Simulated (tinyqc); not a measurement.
# Capacitance measurement on a leaky thin oxide: effects of series resistance and leakage: readings against frequency

The device is a capacitance C in parallel with a leakage conductance G, in series with Rs and Ls. An impedance meter reports either a parallel pair (Cp, Gp) from Y = 1/Z = Gp + i w Cp or a series pair (Cs, Rm) from Z = Rm + 1/(i w Cs); w = 2 pi f, dissipation D = Gp/(w |Cp|).

EOT = 3.9 tox/eox; CET = EOT + zc + zp; C = 3.9 eps0 A/CET; G = Jg A/Vs. Z = Rs + i w Ls + 1/(G + i w C); CET read from Cp = 3.9 eps0 A/Cp; errors under 0.001 % are printed as 0.

Parameters, values chosen for the exercise; values of the order met in thin-oxide MOS capacitors: relative permittivity of the gate insulator (close to silicon nitride) eox = 7.43; insulator thickness tox = 2.5 nm; gate area A = 400 um^2; oxide-equivalent thickness added by the accumulation layer zc = 0.54 nm; oxide-equivalent thickness added by gate depletion zp = 0.4 nm; gate leakage current density, not matched to the thickness Jg = 0.00038 A/cm^2; voltage for an e-fold rise of the leakage Vs = 0.21 V; series resistance Rs = 18 ohm; series inductance Ls = 50 nH.

Constants: eps0 = 8.8541878128e-14 F/cm where lengths are in cm. Results are converted to the units shown.

The same in every row: C (pF) = 6.133.

Readings against frequency:
```
f (Hz)  Cp (pF)  Cs (pF)         D  error of Cp (%)  error of Cs (%)  CET read from Cp (nm)
1000      6.133    6.349    0.1878                0             3.53                  2.252
3000      6.133    6.157   0.06262                0            0.392                  2.252
10000     6.133    6.135   0.01879                0           0.0353                  2.252
30000     6.133    6.133  0.006282                0          3.92e-3                  2.252
1e5       6.133    6.133  0.001948                0                0                  2.252
3e5       6.133    6.133  8.342e-4                0                0                  2.252
1e6       6.133    6.133  8.815e-4          1.14e-3          1.21e-3                  2.252
3e6       6.133    6.133  0.002144           0.0104           0.0109                  2.252
1e7       6.140    6.140  0.006963            0.116            0.121                  2.250
3e7       6.198    6.200   0.02104             1.06             1.10                  2.229
```

D goes from 0.188 through a minimum of 8.34e-4 (at f = 3e5 Hz among the rows listed) to 0.0210; without inductance its minimum lies at f = sqrt(G (1 + G Rs)/Rs)/(2 pi C) = 5.20e5 Hz. The error of Cp goes from 0 to 1.06 % and that of Cs from 3.53 to 1.10 %; at low frequency Cp tends to C/(1 + G Rs)^2 and Cs grows as 1 + (G/(w C))^2. One of the two readings is within 2 % of C for f = 1000, 3000, 10000, 30000, 1e5, 3e5, 1e6, 3e6, 1e7, 3e7 Hz. At the highest frequencies Ls raises both readings, by about w^2 Ls C in relative terms.

Computed by the program tinyqc: `OMP_NUM_THREADS=1 python tinyqc.py 2022125 2022126 out.jsonl`, one thread of a shared Intel Xeon 2.30GHz, about 0.01 s for the whole run.
